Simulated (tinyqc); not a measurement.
Koster-Slater impurity in a tight-binding band, by Green functions and by supercells: one step, computed by the program tinyqc.

One orbital per site, e(k) = -2 t sum cos(k_i) over 3 direction(s), band from -6 t to 6 t, lattice constant 1. One site has the extra energy U. Spin is left out.

Task: The level in the supercell. In a periodic cell of N sites along each direction with Bloch vector K, the level solves 1/U = N^-d sum_k 1/(E - e(k)), k_i = (2 pi m_i + K_i)/N, m_i = 0..N-1; the outermost root on the side of U is taken (bisection). d is the number of directions. Gamma means K_i = 0, the zone corner K_i = pi, the quarter point K_i = pi/2. The error is measured against the isolated level E_b.

Inputs (values chosen for the exercise, for a model band): hopping t = 1.7 eV; impurity potential U = 14.8 eV; supercell edge N = 4 sites.

Lattice: simple cubic.

level E_b = 16.02288 eV

Give: level at Gamma; level at the corner; level at the quarter point; error at Gamma; width between Gamma and the corner.

Result:

level at Gamma = 16.05 eV

level at the corner = 16.00 eV

level at the quarter point = 16.02 eV

error at Gamma = 0.02411 eV

width between Gamma and the corner = 0.04699 eV

Images turn the level into a band 0.0470 eV wide; the quarter point misses the isolated level by -1.4e-5 eV, far less than Gamma, because the leading hopping between images averages out there.
